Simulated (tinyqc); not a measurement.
# Polarisation charge from two barrier thicknesses

Question. Voff = phiB - dEc - q sigma d/(eps0 eb). Find sigma, phiB - dEc and the thickness at which Voff = 0.

Constants: q = 1.602176634e-19 C, eps0 = 8.8541878128e-14 F/cm where lengths are in cm. Results are converted to the units shown.

Voff at d = 16 and 32 nm (V): [-5.3855855, -11.456771]
eb = 9.2034000

Solution. Voff is a straight line in d: its slope is -q sigma/(eps0 eb) and its intercept phiB - dEc.

sigma = 1.93e13 cm^-2
phiB - dEc = 0.686 V
thickness for Voff = 0 = 1.81 nm

tinyqc, about 0.01 s, one thread, Intel Xeon 2.30GHz (shared host): `OMP_NUM_THREADS=1 python tinyqc.py 2180034 2180035 out.jsonl`
